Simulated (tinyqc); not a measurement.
Depletion depth for a wanted scale length.

Inverse problem. A single-gate structure has eps_r tan(pi ti/Lambda) + ei tan(pi ts/Lambda) = 0 for its lowest mode, with both thicknesses below Lambda. Find ts.

Inputs (values chosen for the exercise); permittivities: semiconductor close to that of In0.53Ga0.47As, insulator close to that of zirconium oxide: relative permittivity of the semiconductor eps_r = 13.9; relative permittivity of the insulator ei = 25.1; insulator thickness ti = 4.2 nm.

Lambda = 16.709190 nm

Solution. The condition is explicit in ts: an arctangent, taken between 0 and pi.

ts = 14.00 nm

tinyqc, about 0.01 s, one thread, Intel Xeon 2.30GHz (shared host): `OMP_NUM_THREADS=1 python tinyqc.py 2420024 2420025 out.jsonl`
